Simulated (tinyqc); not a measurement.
## Stress from a rosette of three resistors

Question. In the (001) plane dR/R(0) = p11 sxx + p12 syy, dR/R(90) = p12 sxx + p11 syy and dR/R(45) = (p11 + p12)(sxx + syy)/2 + p44 sxy. Find the three stresses.

Parameters, values chosen for the exercise:
```
symbol,value,unit,meaning
p11,6.25,x 1e-11/Pa,piezoresistive coefficient
p12,-1.14,x 1e-11/Pa,piezoresistive coefficient
p44,140,x 1e-11/Pa,piezoresistive coefficient
```

dR/R at 0, 45 and 90 degrees (%): [0.1585, 7.7316400, -0.93522000]

Solution. The first and third give sxx and syy; the 45-degree value less their mean is p44 sxy.

sxx = -2.000 MPa
syy = -150.0 MPa
sxy = 58.00 MPa

tinyqc, about 0.01 s, one thread, Intel Xeon 2.30GHz (shared host): `OMP_NUM_THREADS=1 python tinyqc.py 2530110 2530111 out.jsonl`
